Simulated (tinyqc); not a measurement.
Quantum well in an electric field by finite differences: sweeps and comparisons. A value that a table varies takes the place of the one given here.

Finite differences on points z_i at the centres of cells of width h: H_ii = (c/h^2)(1/m_(i-1/2) + 1/m_(i+1/2)) + V_i, H_(i,i+1) = -(c/h^2)/m_(i+1/2), where m_(i+1/2) is the mean of the masses at the two points (the end values are repeated outwards), psi = 0 on the points beyond both ends, c = hbar^2/2m0. The field adds e F (z - z0) with z0 the middle of the structure; 1 kV/cm = 1e-5 eV/angstrom.

Constants: hbar^2/2m0 = 3.80998211 eV angstrom^2.

Inputs chosen for the exercise (near those of an InGaAs well in InAlAs; the results hold for these values, not for the real material): layers = ((33, 0.538, 0.0753), (66, 0, 0.0401), (33, 0.538, 0.0753)) (each layer: thickness in angstrom, band edge in eV, mass in m0); hf = 0.6875 angstrom (cell width of the fine grid); Fs = (0, 33.3, 66.7, 100, 133, 167, 200) kV/cm (fields); F = 140 kV/cm (field along z); Lw = 66 angstrom (well width); Lb = 33 angstrom (each outer barrier); V0 = 0.538 eV (barrier height); mw = 0.0401 m0 (mass in the well); mb = 0.0753 m0 (mass in the barriers).

## Stark shift

Fine grid. Perturbation theory: dE1 = e F z_11 - beta (e F)^2 with beta = sum_j z_1j^2/(E_j - E_1) over the 13 next levels at zero field, z from z0.

Levels against field:

| F (kV/cm) | E1 (eV) | E2 (eV) | dE1 (meV) | second order (meV) | <z - z0> (angstrom) | E2 - E1 (meV) |
|---|---|---|---|---|---|---|
| 0 | 0.0907 | 0.3666 | 0.00 | 0.00 | 0.0 | 276.0 |
| 33.3 | 0.0905 | 0.3666 | -0.13 | -0.13 | -0.8 | 276.1 |
| 66.7 | 0.0901 | 0.3666 | -0.53 | -0.53 | -1.6 | 276.5 |
| 100 | 0.0895 | 0.3666 | -1.19 | -1.19 | -2.4 | 277.2 |
| 133 | 0.0886 | 0.3667 | -2.10 | -2.10 | -3.1 | 278.1 |
| 167 | 0.0874 | 0.3667 | -3.30 | -3.31 | -3.9 | 279.3 |
| 200 | 0.0860 | 0.3666 | -4.72 | -4.75 | -4.7 | 280.7 |

z_11 = 0.00 angstrom
beta = 1188 angstrom^2/eV

At zero field the state is centred, so the shift starts as F^2; it turns linear only if the state is pulled to one side. At 200 kV/cm E1 has moved by -4.72 meV, where second order gives -4.75 meV; they differ by 0.7 % there. The electron moves by -4.7 angstrom, against the rise of the potential. E2 - E1 grows with the field; the ends are 276.0 and 280.7 meV.

## Order of mass and momentum

Fine grid. Hermitian kinetic operators m^a p m^b p m^a with 2a + b = -1: H_ii = (c/h^2) m_i^(2a) (m_(i-1/2)^b + m_(i+1/2)^b) + V_i, H_(i,i+1) = -(c/h^2) m_i^a m_(i+1)^a m_(i+1/2)^b; BenDaniel-Duke is a = 0. The halved form has H_ii = 2c/(h^2 m_i) + V_i and H_(i,i+1) = -(c/2h^2)(1/m_i + 1/m_(i+1)). The shifts are measured against BenDaniel-Duke; the last column repeats E1 with cells of hf/4.

Levels (eV):

| operator | E1 | E2 | E1 - E1(BDD) (meV) | E1 at hf/4 |
|---|---|---|---|---|
| BenDaniel-Duke | 0.0883 | 0.3667 | 0.0 | 0.0884 |
| (1/m) p^2 + p^2 (1/m), halved | -0.1314 | -0.0255 | -219.8 | -5.1990 |
| m^(-1/2) p^2 m^(-1/2) | 0.1221 | 0.4270 | 33.7 | 0.1221 |
| m^(-1/4) p m^(-1/2) p m^(-1/4) | 0.1052 | 0.3963 | 16.8 | 0.1052 |
| one mass, the smallest | 0.1063 | 0.4071 | 17.9 | 0.1063 |

The three forms m^a p m^b p m^a span 33.7 meV in E1, 12 % of E2 - E1; they differ only at the mass steps (largest to smallest mass 1.88), where m^a psi is the continuous quantity. Dropping the mass step altogether moves E1 by +17.9 meV. Refining the grid moves the halved form by -5067.6 meV, against at most 0.07 meV for the other three: at an abrupt step it has no limit as the grid is refined.

## Thickness of the outer barriers

Fine grid, zero field, both outer layers set to each thickness in turn.

Levels (eV):

| outer layers (angstrom) | E1 | E2 | E3 |
|---|---|---|---|
| 8.250 | 0.11269 | 0.46621 | 1.08936 |
| 16.500 | 0.09495 | 0.39344 | 0.89891 |
| 33.000 | 0.09067 | 0.36663 | 0.74123 |
| 66.000 | 0.09047 | 0.36301 | 0.61975 |
| 132.000 | 0.09047 | 0.36293 | 0.56268 |

Which of the three levels are properties of the well, and how thick must the outer layers be?

E1 is bound, and within 0.1 meV of the last row from 66 angstrom on. E2 is bound, and within 0.1 meV of the last row from 66 angstrom on. E3 lies above the barrier edge 0.538 eV and keeps falling (-57.1 meV in the last step): it is a state of the box.

## What each parameter does

Three layers: barrier, well, barrier; fine grid. The Stark shift is E1(F) - E1(0). Each row changes one parameter from the base and keeps the others.

Results:

| case | E1 (eV) | E2 - E1 (meV) | Stark shift (meV) | <z - z0> (angstrom) |
|---|---|---|---|---|
| base | 0.0883 | 278.3 | -2.32 | -3.30 |
| Lw = 77 angstrom | 0.0702 | 229.0 | -3.49 | -4.95 |
| Lb = 44 angstrom | 0.0881 | 275.3 | -2.36 | -3.36 |
| V0 = 0.646 eV | 0.0942 | 295.4 | -2.06 | -2.94 |
| mw = 0.0461 m0 | 0.0835 | 257.7 | -2.38 | -3.39 |
| mb = 0.0904 m0 | 0.0835 | 273.7 | -2.38 | -3.38 |
| F = 210 kV/cm | 0.0855 | 281.2 | -5.20 | -4.91 |

The largest shifts from the base row, up to three for each result and ties (the steps differ in size, so this ranks the rows, not the parameters). E1 (eV): Lw -0.0181, V0 +0.0059, mb -0.0049. E2 - E1 (meV): Lw -49.3, mw -20.6, V0 +17.1. Stark shift (meV): F -2.88, Lw -1.17, V0 +0.26. <z - z0> (angstrom): Lw -1.65, F -1.61, V0 +0.37.

Program tinyqc; command `OMP_NUM_THREADS=1 python tinyqc.py 1281241 1281242 out.jsonl`; about 0.04 s on one thread of a shared Intel(R) Xeon(R) Processor @ 2.30GHz.
